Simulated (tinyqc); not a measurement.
Barrier height: exchange-split free-electron bands and tunnelling magnetoresistance.

Majority and minority bands E = c k^2/m -/+ Dx/2, c = hbar^2/2m0, so k_up = sqrt(m (EF + Dx/2)/c), k_dn = sqrt(m (EF - Dx/2)/c); n_s = k_s^3/(6 pi^2), D_s = m k_s/(4 pi^2 c).

Barrier: kappa = sqrt(mb phi/c), c = hbar^2/2m0. With a = k1/m, b = k2/m, w = kappa/mb, the transmission at normal incidence is T(k1, k2) = 4 a b w^2/[w^2 (a + b)^2 + (w^2 + a^2)(w^2 + b^2) sinh^2(kappa d)]. Parallel: G_P = T(up, up) + T(dn, dn); antiparallel: G_AP = 2 T(up, dn); TMR = (G_P - G_AP)/G_AP. Julliere: TMR = 2 P^2/(1 - P^2). Slonczewski factor: P_eff = P_k (w^2 - a_up a_dn)/(w^2 + a_up a_dn), P_k = (k_up - k_dn)/(k_up + k_dn).

Constants: hbar^2/2m0 = 3.80998211 eV angstrom^2.

Inputs chosen for the exercise:
- EF = 5.71 eV (Fermi energy above the mean band bottom)
- Dx = 1.87 eV (exchange splitting)
- m = 0.86 m0 (mass in the electrodes)
- mb = 0.5 m0 (mass in the barrier)
- d = 14.8 angstrom (barrier thickness)

Results:
```
phi (eV)  w (1/angstrom)    P_eff  TMR (%)       G_P
0.20               0.324  -0.0729     1.05    0.0146
0.40               0.458  -0.0645     0.83   0.00354
0.70               0.606  -0.0534     0.57  0.000591
1.0                0.725  -0.0439     0.39  0.000126
1.5                0.887  -0.0306     0.19  1.36e-05
2.0                1.025  -0.0199     0.08  1.94e-06
3.0                1.255  -0.0036     0.00  6.81e-08
4.0                1.449   0.0082     0.01  3.82e-09
6.0                1.775   0.0242     0.12  2.85e-11
10                 2.291   0.0418     0.35  1.11e-14
```

P_eff vanishes where w^2 = a_up a_dn, at phi = 3.27 eV, inside the table; the lowest TMR listed is 0.00 % at 3 eV. TMR is 1.1 % at the lowest barrier and 0.3 % at the highest, against 1.4 % for Julliere with P_k; P_eff tends to +P_k for very high barriers and to -P_k for very low ones. G_P falls by 12.1 decades.

tinyqc: `OMP_NUM_THREADS=1 python tinyqc.py 1650108 1650109 out.jsonl`; about 0.01 s, one thread, shared Intel(R) Xeon(R) Processor @ 2.30GHz.
